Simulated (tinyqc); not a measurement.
Worked calculation: CID on RHF in the sto-3g basis, for H4, spin multiplicity 1. One step of it, computed by the program tinyqc.

Problem. Iteration 5 (converged): orbitals. Diagonalise F' = X^T F X, C = X C', fill 2 alpha and 2 beta electrons from the bottom; D = 2 C_occ C_occ^T. Each column has its largest component positive (the first on a tie).

converged F (hartree):
```
,1H 1s,2H 1s,3H 1s,4H 1s
1H 1s,-0.363461,-0.605971,-0.267346,-0.061813
2H 1s,-0.605971,-0.504517,-0.515035,-0.267729
3H 1s,-0.267346,-0.515035,-0.505042,-0.606550
4H 1s,-0.061813,-0.267729,-0.606550,-0.364081
```

X:
```
,1,2,3,4
1H 1s,0.830593,0.874739,0.567323,0.282455
2H 1s,-1.475965,-0.650216,0.319486,0.380662
3H 1s,1.478215,-0.647972,-0.319288,0.380793
4H 1s,-0.833332,0.874090,-0.566777,0.282787
```

Give: F' = X^T F X; orbital energies; coefficients C; D after iteration 5.

Solution.

F' = X^T F X (hartree):
```
,1,2,3,4
1,1.292,0.000,0.093,0.000
2,0.000,0.474,0.000,0.032
3,0.093,0.000,-0.437,0.000
4,0.000,0.032,0.000,-0.740
```

orbital energies (hartree): MO1 -0.741, MO2 -0.442, MO3 0.475, MO4 1.297

coefficients C:
```
,MO1,MO2,MO3,MO4
1H 1s,0.259,0.522,0.882,0.860
2H 1s,0.398,0.398,-0.639,-1.457
3H 1s,0.398,-0.398,-0.638,1.459
4H 1s,0.259,-0.522,0.881,-0.862
```

D after iteration 5:
```
,1H 1s,2H 1s,3H 1s,4H 1s
1H 1s,0.679,0.622,-0.209,-0.410
2H 1s,0.622,0.633,0.000,-0.209
3H 1s,-0.209,0.000,0.633,0.621
4H 1s,-0.410,-0.209,0.621,0.679
```
